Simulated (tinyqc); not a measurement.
## Quantum-well laser, gain and threshold: effect of the temperature

One electron and one heavy-hole subband per well, parabolic, with equal sheet densities n of electrons and holes; k-conserving transitions, TE polarisation, no line broadening, so the gain starts as a step at E0 and peaks there. All wells are pumped alike.

Nc = me kB T/(pi hbar^2), Nv = mh kB T/(pi hbar^2), mr = me mh/(me + mh) in m0, g0(E) = q^2 Ep mr/(4 nr eps0 c hbar E Lw) (squared momentum element m0 Ep/4, joint density of states mr/(pi hbar^2 Lw) for both spins). Peak gain g(n) = g0(E0)[1 - exp(-n/Nc) - exp(-n/Nv)]. Mirror loss am = ln(1/(R1 R2))/(2 Lc); threshold gain gth = (ai + am)/(Nw Gw). nth solves g(n) = gth and ntr solves g(n) = 0. Jth = q Nw (A n + B n^2 + C n^3)/eta at n = nth, Ith = Jth Wd Lc; differential efficiency of both facets eta am/(ai + am).

Values chosen for this exercise; well values close to those of gallium arsenide: lowest transition energy E0 = 1.44 eV; in-plane electron mass me = 0.0686 m0; in-plane hole mass mh = 0.329 m0; Kane energy Ep = 25.8 eV; refractive index nr = 3.43; well width Lw = 8 nm; number of wells Nw = 1; optical confinement per well Gw = 0.025; internal loss ai = 4 1/cm; cavity length Lc = 300 um; front reflectance R1 = 0.1; back reflectance R2 = 0.95; defect recombination coefficient A = 5.9e7 1/s; radiative coefficient per well B = 0.00023 cm^2/s; Auger coefficient per well C = 3.9e-18 cm^4/s; injection efficiency eta = 0.83; stripe width Wd = 5 um.

Constants: q = 1.602176634e-19 C, kB = 1.380649e-23 J/K, eps0 = 8.8541878128e-12 F/m, hbar = 1.054571817e-34 J s, m0 = 9.1093837015e-31 kg, c = 299792458 m/s. Results are converted to the units shown.

The same in every row: gth (1/cm) = 1729; differential efficiency = 0.7532.

Effect of the temperature:
```
T (K)  ntr (cm^-2)  nth (cm^-2)  Jth (A/cm^2)  Ith (mA)
200       6.834e11     9.839e11         54.90    0.8235
230       7.859e11     1.131e12         70.82     1.062
260       8.884e11     1.279e12         88.78     1.332
290       9.910e11     1.427e12         108.8     1.632
320       1.093e12     1.574e12         130.9     1.963
350       1.196e12     1.722e12         155.1     2.326
380       1.298e12     1.869e12         181.4     2.720
410       1.401e12     2.017e12         209.8     3.147
```

Read the table: what changes, and by how much?

As T goes from 200 to 410 K, gth stays at 1730 1/cm, Jth rises from 54.9 to 210 A/cm^2 and Ith rises from 0.824 to 3.15 mA. With A, B, C and the losses fixed, ntr and nth are proportional to T; written as exp(T/T0), Jth has T0 = 157 K over the range.

Range of the model: The second hole subband, left out here, lies within about 2 Vt of the first in a well this wide.

tinyqc, about 0.02 s, one thread, Intel Xeon 2.30GHz (shared host): `OMP_NUM_THREADS=1 python tinyqc.py 2840109 2840110 out.jsonl`
